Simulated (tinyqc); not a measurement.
Hexagonal on-chip spiral inductor, lumped pi model: two steps of the calculation.

Outer diameter do = di + 2 n wd + 2 (n - 1) sp, mean da = (do + di)/2, fill p = (do - di)/(do + di), length l = 3.464 n da. L = 2.33 mu0 n^2 da/(1 + 3.82 p), mu0 = 4 pi 1e-7 H/m. Rs = rho l/(wd delta (1 - exp(-th/delta))), delta = sqrt(rho/(pi f mu0)). Cs = n wd^2 eps0 eo/hu across the coil. At each end Cox = l wd eps0 eo/(2 ho) leads to the substrate branch Rsi = 2 rs he/(l wd) in parallel with Csi = l wd eps0 11.7/(2 he). With one end grounded Y = 1/(Rs + i w L) + i w Cs + 1/[1/(i w Cox) + 1/(1/Rsi + i w Csi)], w = 2 pi f; Q = -Im Y/Re Y. Eddy currents in neighbouring turns and in the substrate are left out.

Parameters, values chosen for the exercise; values of the order met in silicon radio-frequency processes: number of turns n = 3.5; line width wd = 4 um; space between turns sp = 1.5 um; inner diameter di = 140 um; metal thickness th = 4 um; metal resistivity rho = 3 uohm cm; oxide below the coil ho = 5.2 um; oxide between coil and underpass hu = 1.1 um; relative permittivity of the oxide eo = 3.9; substrate resistivity rs = 10 ohm cm; effective spreading depth in the substrate he = 80 um; frequency f = 5.7 GHz.

Constants: eps0 = 8.8541878128e-12 F/m. Results are converted to the units shown.

Question 1. Geometry and model elements. do, l, L, delta, Rs, Cs, Cox, Rsi and Csi as defined.

Wanted: do; l; L; delta; Rs; Cs; Cox; Rsi; Csi.

Answer 1.

do = 175.50 um
l = 1912.6 um
L = 3.9572 nH
delta = 1.1546 um
Rs = 12.825 ohm
Cs = 1.7580 fF
Cox = 25.401 fF
Rsi = 2091.4 ohm
Csi = 4.9532 fF

Question 2. Admittance, quality factor and apparent inductance. Series branch 1/(Rs + i w L), substrate branch, total Y, Q = -Im Y/Re Y, apparent inductance Im(1/Y)/w, metal-only value w L/Rs, share of the loss in the substrate Re(substrate branch)/Re Y.

L = 3.9572014 nH
Rs = 12.824532 ohm
Cs = 1.7579587 fF
Cox = 25.401261 fF
Rsi = 2091.4366 ohm
Csi = 4.9532460 fF

Give: series branch; substrate branch; Y; Q; apparent inductance; w L/Rs; share of the loss in the substrate.

Answer 2.

series branch = 0.6333-6.9987i mS
substrate branch = 0.28055+0.27184i mS
Y = 0.9139-6.6639i mS
Q = 7.2920
apparent inductance = 4.1127 nH
w L/Rs = 11.051
share of the loss in the substrate = 30.700 %

Q is 66.0 % of the metal-only value.

Program tinyqc, `OMP_NUM_THREADS=1 python tinyqc.py 2302084 2302085 out.jsonl`; Intel Xeon 2.30GHz, shared host, one thread, about 0.01 s.
